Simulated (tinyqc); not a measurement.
Inside a calculation. Method: Hubbard chain of 3 sites. Computed by tinyqc, a small Python program that keeps every step. Settings: hopping = 0.91, U = 8.0, mixing = 1, iteration cap = 54. Command: `OMP_NUM_THREADS=1 python tinyqc.py 28936 28937 out.jsonl` (the two numbers bound the seeds that draw the settings). One thread of a shared host (Intel(R) Xeon(R) Processor @ 2.60GHz), about 0.2 s of CPU time with the checks. Later iterations appear only in the table of the cycle.

## Mean-field iteration 1

one-body matrix (hopping and site energies) (eV), order 1, 2, 3:
$$\begin{pmatrix}
-0.9000 & -0.9100 & 0.0000 \\
-0.9100 & 0.2100 & -0.9100 \\
0.0000 & -0.9100 & -0.4600
\end{pmatrix}$$

U = 8.0000 eV

electrons, up and down: [2, 1]

mixing = 1

n(up) at the start (a guess, not normalised): 1 0.6670, 2 0.6670, 3 0.6670

n(down) at the start (a guess): 1 0.3330, 2 0.3330, 3 0.3330

H(up) = T + U n(down), H(down) = T + U n(up); fill the lowest levels; n(new) = n + mixing (n(out) - n); E = tr T (rho up + rho down) + U sum n_up n_down of the output.

levels, up (eV): [1.0333, 2.0090, 3.7997]

levels, down (eV): [3.7053, 4.6810, 6.4717]

energy = 1.5791 eV

n(up) after iteration 1: 1 0.8690, 2 0.3443, 3 0.7868

n(down) after iteration 1: 1 0.4916, 2 0.3169, 3 0.1915

## Mean-field iteration 2

As before.

levels, up (eV): [0.6102, 2.2966, 3.9432]

levels, down (eV): [2.4848, 5.9225, 6.4427]

energy = 1.7314 eV

n(up) after iteration 2: 1 0.5243, 2 0.5236, 3 0.9521

n(down) after iteration 2: 1 0.0571, 2 0.8780, 3 0.0648

## Convergence

Each step fills the lowest levels of T + U n(other spin) and sets n(new) = n + mixing (n(out) - n); stop when output and input agree to 1e-8.

Course of the cycle:
```
iteration    E (eV)  largest |n(out) - n(in)|  mean |n_up - n_down|
1          1.579066                  3.23e-01                0.3333
2          1.731403                  5.61e-01                0.5696
3          2.554556                  6.60e-01                0.4961
4          5.800649                  8.77e-01                0.3833
5          4.979670                  9.67e-01                0.3333
6          6.934604                  9.71e-01                0.3333
7          5.046193                  9.72e-01                0.3333
8          6.940543                  9.72e-01                0.3333
9          5.046420                  9.72e-01                0.3333
10         6.940562                  9.72e-01                0.3333
11         5.046421                  9.72e-01                0.3333
...             ...                       ...                   ...
44         6.940562                  9.72e-01                0.3333
45         5.046421                  9.72e-01                0.3333
46         6.940562                  9.72e-01                0.3333
47         5.046421                  9.72e-01                0.3333
48         6.940562                  9.72e-01                0.3333
49         5.046421                  9.72e-01                0.3333
50         6.940562                  9.72e-01                0.3333
51         5.046421                  9.72e-01                0.3333
52         6.940562                  9.72e-01                0.3333
53         5.046421                  9.72e-01                0.3333
54         6.940562                  9.72e-01                0.3333
```

Not converged within 54 iterations: the residual has stopped falling: the iteration swings between two states. The lowest mean-field energy found from random starts is -1.56626 eV. Reruns (cap 100 unless said): mixing 0.2: converged in 93 (E = -1.56626); mixing 0.5: converged in 33 (E = -1.56626); mixing 0.9: converged in 15 (E = -1.56626); the original settings with a cap of 400: not converged.

## The many-body Hamiltonian

Basis: all placements (u, d, 2, 0 on each site), up operators ordered before down ones; hops carry the sign of the same-spin electrons passed.

H (eV):
```
         2u0      u20      uud      20u      udu      u02      duu      02u
2u0   6.4100  -0.9100   0.0000  -0.9100   0.0000   0.0000   0.0000   0.0000
u20  -0.9100   7.5200  -0.9100   0.0000  -0.9100   0.0000   0.0000   0.0000
uud   0.0000  -0.9100  -1.1500   0.0000   0.0000  -0.9100   0.0000   0.0000
20u  -0.9100   0.0000   0.0000   5.7400  -0.9100   0.0000  -0.9100   0.0000
udu   0.0000  -0.9100   0.0000  -0.9100  -1.1500  -0.9100   0.0000  -0.9100
u02   0.0000   0.0000  -0.9100   0.0000  -0.9100   6.1800   0.0000   0.0000
duu   0.0000   0.0000   0.0000  -0.9100   0.0000   0.0000  -1.1500  -0.9100
02u   0.0000   0.0000   0.0000   0.0000  -0.9100   0.0000  -0.9100   7.9600
0u2   0.0000   0.0000   0.0000   0.0000   0.0000  -0.9100   0.0000  -0.9100

         0u2
2u0   0.0000
u20   0.0000
uud   0.0000
20u   0.0000
udu   0.0000
u02  -0.9100
duu   0.0000
02u  -0.9100
0u2   7.2900
```

## Exact diagonalisation (9 states)

Lowest levels of the sector, and the double occupancy of the lowest state.

lowest levels (eV): [-1.7482, -1.3545, -1.1500, 5.1306, 5.7889, 6.6238]

double occupancy per site = 0.0231

## The lowest level by Lanczos steps

From a random start vector (not printed): a_j = <q_j|H|q_j>, b_j = norm of the remainder after orthogonalising; the Ritz value is the lowest eigenvalue of the tridiagonal matrix of a and b so far.

Lanczos:
```
j  a_j (eV)  b_j (eV)  lowest Ritz value (eV)
1    4.5907    3.2448                4.590736
2    1.1436    2.3954               -0.806987
3    7.0749    1.0650               -1.320850
4    5.0994    3.2399               -1.331434
5    0.8661    2.3573               -1.361857
6    6.4522    1.5507               -1.527538
7    2.9934    3.9553               -1.555800
8    2.3275    0.4892               -1.742627
9    7.1023         0               -1.748176
```
